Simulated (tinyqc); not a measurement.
Absorption edge of a degenerate semiconductor, band filling against gap narrowing: two steps of the calculation.

n-type, parabolic bands, full ionisation. eta = (EF - Ec)/kB T solves N = Nc F12(eta), F12(x) = (2/sqrt(pi)) int_0^infinity sqrt(u)/(1 + exp(u - x)) du. The gap shrinks rigidly by dEg = a3 y^(1/3) + a4 y^(1/4) + a2 y^(1/2), y = N/1e18 cm^-3, an empirical law that is here taken as the true narrowing.

Values chosen for this exercise; band and dielectric values close to those of In0.53Ga0.47As:
```
symbol,value,unit,meaning
T,400,K,temperature
Eg,0.751,eV,band gap
Nc,3.23e17,cm^-3,"conduction-band density of states at 400 K, from me"
me,0.0412,m0,electron mass
mh,0.445,m0,hole mass
N,1.4e17,cm^-3,ionised donor density
a3,13.9,meV,coefficient of (N/1e18)^(1/3)
a4,9.6,meV,coefficient of (N/1e18)^(1/4)
a2,4.7,meV,coefficient of (N/1e18)^(1/2)
```

Constants: q = 1.602176634e-19 C, kB = 1.380649e-23 J/K, h = 6.62607015e-34 J s, c = 299792458 m/s, Vt = kB T/q. Results are converted to the units shown.

Task 1. Fermi level. Newton step on ln F12(eta) = ln(N/Nc): eta(new) = eta - ln(Nc F12/N) F12/Fm, Fm(x) = dF12/dx = (1/sqrt(pi)) int_0^infinity u^(-1/2)/(1 + exp(u - x)) du.

eta at the start (Boltzmann value) = -0.836

Give: F12; Fm; eta after iteration 1.

Result 1.

F12 = 0.37931
Fm = 0.33487
eta after iteration 1 = -0.68491

Task 2. The optical edge. Vertical transitions need an empty final state: the edge is taken where the state lies 4 kB T below EF, E_opt = Eg - dEg + (1 + me/mh) max(eta - 4, 0) kB T; wavelength h c/(q E_opt).

converged eta = -0.68368498

Give: dEg; EF - Ec; filling shift; E_opt; wavelength.

Result 2.

dEg = 14.85 meV
EF - Ec = -23.57 meV
filling shift = 0 meV
E_opt = 0.7362 eV
wavelength = 1684 nm

The edge lies 14.8 meV below the undoped gap: narrowing outweighs filling.

Range of the model: Band tails, non-parabolic bands and incomplete ionisation are left out.

Program tinyqc, `OMP_NUM_THREADS=1 python tinyqc.py 2330081 2330082 out.jsonl`; Intel Xeon 2.30GHz, shared host, one thread, about 0.01 s.
